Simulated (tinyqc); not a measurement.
Tail temperature from the power law.

Inverse problem. When tail states hold most of the charge, the linear current goes as I = A (Vg - VT)^g with g = 2 Tt/T - 1. Find g, Tt and the tail width kB Tt.

Parameters, values chosen for the exercise: temperature T = 300 K.

Constants: q = 1.602176634e-19 C, kB = 1.380649e-23 J/K, Vt = kB T/q. Results are converted to the units shown.

I at Vg - VT = 19 and 28 V (nA): [97.599734, 172.36211]

Solution. g is the slope of ln I against ln(Vg - VT).

g = 1.467
Tt = 370.0 K
kB Tt = 31.88 meV

tinyqc, about 0.01 s, one thread, Intel Xeon 2.30GHz (shared host): `OMP_NUM_THREADS=1 python tinyqc.py 2610025 2610026 out.jsonl`
